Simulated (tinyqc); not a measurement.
Width of the well: exciton in a hard-walled quantum well (variational).

Electron and hole in the lowest states cos(pi z/L) of a hard-walled well; relative motion in the plane exp(-rho/lam). E(lam) = c/(mu lam^2) - (q/eps) <1/r>, <1/r> = integral over k from 0 to infinity of F(kL) (1 + (k lam/2)^2)^(-3/2), F(x) = [3x + 8 pi^2/x - 32 pi^4 (1 - exp(-x))/(x^2 (x^2 + 4 pi^2))]/(x^2 + 4 pi^2); c = hbar^2/2m0, q = e^2/(4 pi eps0). E is counted from the subband edge.

Constants: hbar^2/2m0 = 3.80998211 eV angstrom^2; e^2/(4 pi eps0) = 14.39964547 eV angstrom.

Parameters, chosen for this exercise (out of a larger set: near those of GaN; not measured data): eps = 9.6 (dielectric constant); Ls = (4, 6, 18, 35, 69, 112, 181) angstrom (widths).

mu = 0.165404 m0
Ry* = 24.4189 meV
a* = 30.713 angstrom

The minimum for each width. The strength per area goes as |phi(0)|^2 = 2/(pi lam^2), listed relative to the strict two-dimensional value.

Results:
```
L (angstrom),L/a*,lam (angstrom),binding (meV),in Ry*,strength
4,0.13,17.9,83.01,3.400,0.738
6,0.20,18.9,78.09,3.198,0.663
18,0.59,23.4,60.38,2.473,0.431
35,1.14,28.0,47.99,1.965,0.300
69,2.25,34.9,35.81,1.466,0.193
112,3.65,41.7,28.09,1.150,0.136
181,5.89,50.4,21.53,0.882,0.093
```

The binding falls from 3.40 to 0.88 Ry*. It drops below the bulk value Ry* between 112 and 181 angstrom, which is a failure of the trial function: it has no correlation along z, so it cannot reach the bulk limit. Even at L = 0.13 a* only 85 % of the two-dimensional limit is reached. With finite barriers the binding would peak at some width and fall again as the carriers leak out.

(tinyqc, `OMP_NUM_THREADS=1 python tinyqc.py 1281097 1281098 out.jsonl`, Intel(R) Xeon(R) Processor @ 2.30GHz, 1 thread, shared host, about 0.02 s.)
